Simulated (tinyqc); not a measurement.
Mass and g factor above the band edge: five-level k.p model folded onto the conduction band.

Second-order sums for the lowest conduction level at E: 1/m = 1 + Cm + (Ep/3)(2/E + 1/(E + Dso)) - (Ep2/3)(2/(E7 + D2 - E) + 1/(E7 - E)); g/2 = 1 + Cg - (Ep/3)(1/E - 1/(E + Dso)) - (Ep2/3)(1/(E7 - E) - 1/(E7 + D2 - E)). E is counted from the top of the valence band; E = Eg at the edge.

Parameters, chosen for this exercise (near those of GaSb; the results hold for these values, not for the real material):
```
symbol  value  unit  meaning
Eg      0.79   eV    gap at Gamma to the s-like level
Dso     0.773  eV    spin-orbit splitting
Ep      26.4   eV    Kane energy
E7      3.13   eV    upper Gamma7 conduction level, from the valence top
D2      0.34   eV    its spin-orbit splitting, Gamma8 above Gamma7
Ep2     3.2    eV    Kane energy to the upper levels
Cm      -1.9         remote term in 1/m
Cg      -0.02        remote term in g/2
```

The sums are evaluated at E = Eg + dE, as is done for confined or hot electrons.

Results:
```
dE (meV)    m(E)    g(E)  m(E)/m(Eg)  1 + dE/Eg
0         0.0388  -9.174      1.0000     1.0000
19        0.0398  -8.788      1.0239     1.0241
47        0.0411  -8.256      1.0592     1.0595
95        0.0435  -7.437      1.1201     1.1203
142       0.0458  -6.732      1.1804     1.1797
190       0.0482  -6.095      1.2427     1.2405
284       0.0531  -5.046      1.3669     1.3595
```

Over 284 meV the mass grows by 36.7 %, against 35.9 % for two levels alone, and g moves from -9.174 to -5.046, towards the free value 2.

(tinyqc, `OMP_NUM_THREADS=1 python tinyqc.py 1080942 1080943 out.jsonl`, Intel(R) Xeon(R) Processor @ 2.30GHz, 1 thread, shared host, about 0.01 s.)
